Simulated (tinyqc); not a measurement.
Inside a calculation. Method: RKS/PBE in the sto-6g basis, for H3-, spin multiplicity 1. The basis has no diffuse functions, so it cannot describe the extra electron: this is an exercise in the method, not the real anion. Computed by tinyqc, a small Python program that keeps every step (integrals from PySCF). Settings: charge = -1, multiplicity = 1, basis = sto-6g, energy threshold = 1e-09, iteration cap = 66, orthogonalisation = canonical, start = core, DIIS depth = 0, method = RKS, functional = pbe,pbe, grid = [20, 26]. Command: `OMP_NUM_THREADS=1 python tinyqc.py 23315 23316 out.jsonl` (the two numbers bound the seeds that draw the settings). One thread of a shared host (Intel(R) Xeon(R) Processor @ 2.60GHz), about 0.4 s of CPU time with the checks. Later iterations appear only in the table of the cycle.

## One-electron integrals

Geometry (angstrom):
```
atom,x,y,z
H,0.000000,0.000000,0.000000
H,0.000000,0.000000,0.980000
H,0.000000,0.000000,-0.980000
```

Basis sto-6g: exponents (1/bohr^2) and contraction coefficients of normalised primitives:
```
element,l (shell),exponent,coefficient
H,s (1),35.523221,0.009164
H,s (1),6.513144,0.049361
H,s (1),1.822143,0.168538
H,s (1),0.625955,0.370563
H,s (1),0.243077,0.416492
H,s (1),0.100112,0.130334
```

Overlap, kinetic and nuclear-attraction integrals over the contracted functions; the nuclear repulsion is the sum of Za Zb / Rab.

nuclear repulsion = 1.34994186 hartree

overlap S:
```
,1H 1s,2H 1s,3H 1s
1H 1s,1.000000,0.508560,0.508560
2H 1s,0.508560,1.000000,0.127804
3H 1s,0.508560,0.127804,1.000000
```

kinetic energy T (hartree):
```
,1H 1s,2H 1s,3H 1s
1H 1s,0.768522,0.119065,0.119065
2H 1s,0.119065,0.768522,-0.011208
3H 1s,0.119065,-0.011208,0.768522
```

nuclear attraction V (hartree):
```
,1H 1s,2H 1s,3H 1s
1H 1s,-2.283480,-1.008265,-1.008265
2H 1s,-1.008265,-2.031354,-0.232534
3H 1s,-1.008265,-0.232534,-2.031354
```

core Hamiltonian H = T + V (hartree):
```
,1H 1s,2H 1s,3H 1s
1H 1s,-1.514958,-0.889200,-0.889200
2H 1s,-0.889200,-1.262832,-0.243742
3H 1s,-0.889200,-0.243742,-1.262832
```

## Two-electron integrals

Functions are numbered as in S; the eight-fold symmetry (ij|kl) = (ji|kl) = (kl|ij) leaves the list below.

Two-electron integrals (ij|kl) in chemists' order, unique and non-zero (hartree):
```
i,j,k,l,(ij|kl)
1,1,1,1,0.774999
2,1,1,1,0.318769
2,1,2,1,0.166364
2,2,1,1,0.484591
2,2,2,1,0.318769
2,2,2,2,0.774999
3,1,1,1,0.318769
3,1,2,1,0.122321
3,1,2,2,0.180749
3,1,3,1,0.166364
3,2,1,1,0.075712
3,2,2,1,0.034632
3,2,2,2,0.060078
3,2,3,1,0.034632
3,2,3,2,0.008367
3,3,1,1,0.484591
3,3,2,1,0.180749
3,3,2,2,0.268901
3,3,3,1,0.318769
3,3,3,2,0.060078
3,3,3,3,0.774999
```

## Orthogonalisation

S = U s U^T; canonical form X = U s^(-1/2), so that X^T S X = 1. Each column of U has its largest component positive (the first on a tie).

eigenvalues of S: 0.341856  0.872196  1.785948

X:
```
,1,2,3
1H 1s,1.261764,0.000000,0.505160
2H 1s,-0.816444,0.757143,0.390346
3H 1s,-0.816444,-0.757143,0.390346
```

## Starting guess

The start is the orbitals of the core Hamiltonian; D = 2 C_occ C_occ^T.

D at the start:
```
,1H 1s,2H 1s,3H 1s
1H 1s,1.041298,0.344734,0.344734
2H 1s,0.344734,1.260660,-1.032403
3H 1s,0.344734,-1.032403,1.260660
```

## Iteration 1: exchange-correlation on the grid

Becke grid with 20 radial and 26 angular points per atom, points of zero weight dropped. rho = sum D_ij phi_i phi_j; V_xc,ij = sum w v_xc phi_i phi_j plus the gradient terms; v_xc is d(rho eps)/d rho at fixed gradient.

The 8 grid points with the largest w rho, of 1532 (bohr, atomic units):
```
x,y,z,w,rho,|grad rho|^2,eps_xc,v_xc
1.230210,0.000000,-1.851932,0.298703,0.042586,0.010367,-0.325079,-0.361645
0.000000,1.230210,-1.851932,0.298703,0.042586,0.010367,-0.325079,-0.361645
0.000000,1.230210,1.851932,0.298703,0.042586,0.010367,-0.325079,-0.361645
0.000000,-1.230210,-1.851932,0.298703,0.042586,0.010367,-0.325079,-0.361645
-1.230210,0.000000,-1.851932,0.298703,0.042586,0.010367,-0.325079,-0.361645
-1.230210,0.000000,1.851932,0.298703,0.042586,0.010367,-0.325079,-0.361645
0.000000,-1.230210,1.851932,0.298703,0.042586,0.010367,-0.325079,-0.361645
1.230210,0.000000,1.851932,0.298703,0.042586,0.010367,-0.325079,-0.361645
```

electrons on the grid, sum of w rho = 3.998228

E_xc = sum of w rho eps_xc = -1.52685634 hartree

V_xc (hartree):
```
,1H 1s,2H 1s,3H 1s
1H 1s,-0.504434,-0.233872,-0.233872
2H 1s,-0.233872,-0.486101,-0.053139
3H 1s,-0.233872,-0.053139,-0.486101
```

## Iteration 1: building the Kohn-Sham matrix

J_ij = sum D_kl (ij|kl); F = H + J + V_xc; E = tr D H + tr D J / 2 + E_xc + E_nn.

Coulomb J (hartree):
```
,1H 1s,2H 1s,3H 1s
1H 1s,2.312044,1.089186,1.089186
2H 1s,1.089186,2.040958,0.260796
3H 1s,1.089186,0.260796,2.040958
```

Kohn-Sham matrix F (hartree):
```
,1H 1s,2H 1s,3H 1s
1H 1s,0.292652,-0.033885,-0.033885
2H 1s,-0.033885,0.292024,-0.036085
3H 1s,-0.033885,-0.036085,0.292024
```

total energy of this density = -1.40288183 hartree

## Iteration 1: diagonalisation and new density

Diagonalise F' = X^T F X, C = X C', fill 2 alpha and 2 beta electrons from the bottom; D = 2 C_occ C_occ^T. Each column has its largest component positive (the first on a tie).

F' = X^T F X (hartree):
```
,1,2,3
1,0.946755,0.000000,0.017973
2,0.000000,0.376188,0.000000
3,0.017973,0.000000,0.125949
```

orbital energies (hartree): MO1 0.125556, MO2 0.376188, MO3 0.947148

coefficients C:
```
,MO1,MO2,MO3
1H 1s,0.477431,0.000000,1.272515
2H 1s,0.408117,0.757143,-0.807708
3H 1s,0.408117,-0.757143,-0.807708
```

D after iteration 1:
```
,1H 1s,2H 1s,3H 1s
1H 1s,0.455880,0.389695,0.389695
2H 1s,0.389695,1.479650,-0.813412
3H 1s,0.389695,-0.813412,1.479650
```

## Iteration 2: exchange-correlation on the grid

As before.

The 8 grid points with the largest w rho, of 1532 (bohr, atomic units):
```
x,y,z,w,rho,|grad rho|^2,eps_xc,v_xc
1.230210,0.000000,-1.851932,0.298703,0.048682,0.013818,-0.337476,-0.378048
0.000000,-1.230210,-1.851932,0.298703,0.048682,0.013818,-0.337476,-0.378048
-1.230210,0.000000,-1.851932,0.298703,0.048682,0.013818,-0.337476,-0.378048
0.000000,1.230210,-1.851932,0.298703,0.048682,0.013818,-0.337476,-0.378048
-1.230210,0.000000,1.851932,0.298703,0.048682,0.013818,-0.337476,-0.378048
1.230210,0.000000,1.851932,0.298703,0.048682,0.013818,-0.337476,-0.378048
0.000000,1.230210,1.851932,0.298703,0.048682,0.013818,-0.337476,-0.378048
0.000000,-1.230210,1.851932,0.298703,0.048682,0.013818,-0.337476,-0.378048
```

electrons on the grid, sum of w rho = 3.998381

E_xc = sum of w rho eps_xc = -1.52455246 hartree

V_xc (hartree):
```
,1H 1s,2H 1s,3H 1s
1H 1s,-0.459467,-0.226703,-0.226703
2H 1s,-0.226703,-0.500511,-0.051606
3H 1s,-0.226703,-0.051606,-0.500511
```

## Iteration 2: building the Kohn-Sham matrix

As before.

Coulomb J (hartree):
```
,1H 1s,2H 1s,3H 1s
1H 1s,2.161076,1.053090,1.053090
2H 1s,1.053090,2.057105,0.252678
3H 1s,1.053090,0.252678,2.057105
```

Kohn-Sham matrix F (hartree):
```
,1H 1s,2H 1s,3H 1s
1H 1s,0.186651,-0.062812,-0.062812
2H 1s,-0.062812,0.293761,-0.042669
3H 1s,-0.062812,-0.042669,0.293761
```

total energy of this density = -1.44026431 hartree

## Iteration 2: diagonalisation and new density

As before.

F' = X^T F X (hartree):
```
,1,2,3
1,0.890731,0.000000,-0.051135
2,0.000000,0.385728,0.000000
3,-0.051135,0.000000,0.074605
```

orbital energies (hartree): MO1 0.071414, MO2 0.385728, MO3 0.893923

coefficients C:
```
,MO1,MO2,MO3
1H 1s,0.582775,0.000000,1.227847
2H 1s,0.338731,0.757143,-0.839174
3H 1s,0.338731,-0.757143,-0.839174
```

D after iteration 2:
```
,1H 1s,2H 1s,3H 1s
1H 1s,0.679253,0.394808,0.394808
2H 1s,0.394808,1.376009,-0.917054
3H 1s,0.394808,-0.917054,1.376009
```

## Iteration 13 (converged): orbitals

converged F (hartree):
```
,1H 1s,2H 1s,3H 1s
1H 1s,0.216750,-0.054598,-0.054598
2H 1s,-0.054598,0.292650,-0.040789
3H 1s,-0.054598,-0.040789,0.292650
```

As before.

F' = X^T F X (hartree):
```
,1,2,3
1,0.905826,0.000000,-0.031125
2,0.000000,0.382298,0.000000
3,-0.031125,0.000000,0.089000
```

orbital energies (hartree): MO1 0.087816, MO2 0.382298, MO3 0.907010

coefficients C:
```
,MO1,MO2,MO3
1H 1s,0.552770,0.000000,1.241644
2H 1s,0.359021,0.757143,-0.830696
3H 1s,0.359021,-0.757143,-0.830696
```

D after iteration 13:
```
,1H 1s,2H 1s,3H 1s
1H 1s,0.611108,0.396912,0.396912
2H 1s,0.396912,1.404323,-0.888740
3H 1s,0.396912,-0.888740,1.404323
```

## Convergence

Stop when the energy changes by less than 1e-09 hartree and every element of the error matrix X^T (F D S - S D F) X is below 9e-06.

Course of the cycle:
```
iteration,E (hartree),change,largest element of the error matrix
1,-1.40288183,-,3.21e-01
2,-1.44026431,-3.74e-02,1.38e-01
3,-1.44718405,-6.92e-03,5.64e-02
4,-1.44831385,-1.13e-03,2.36e-02
5,-1.44851337,-2.00e-04,9.81e-03
6,-1.44854765,-3.43e-05,4.09e-03
7,-1.44855361,-5.96e-06,1.70e-03
8,-1.44855465,-1.03e-06,7.09e-04
9,-1.44855483,-1.79e-07,2.95e-04
10,-1.44855486,-3.10e-08,1.23e-04
11,-1.44855486,-5.38e-09,5.11e-05
12,-1.44855486,-9.32e-10,2.13e-05
13,-1.44855486,-1.62e-10,8.87e-06
```

PySCF RKS in the same basis, fine grid = -1.44748375 hartree

Converged in 13 iterations. The coarse grid moves the energy by -1.07e-03 hartree.

## Populations, bond orders and dipole

Mulliken: Z minus the diagonal of D S on the atom; Loewdin: the same with S^(1/2) D S^(1/2); Mayer order: 2 sum_s sum (D(s) S)_ij (D(s) S)_ji over the two atoms.

Charges (e):
```
atom,Mulliken,Loewdin
1H,-0.014815,0.012554
2H,-0.492592,-0.506277
3H,-0.492592,-0.506277
```

Mayer bond orders:
```
pair,order
2-1,0.499890
3-1,0.499890
3-2,0.257463
```

dipole moment about the origin, x y z (debye): 0.000000  0.000000  0.000000
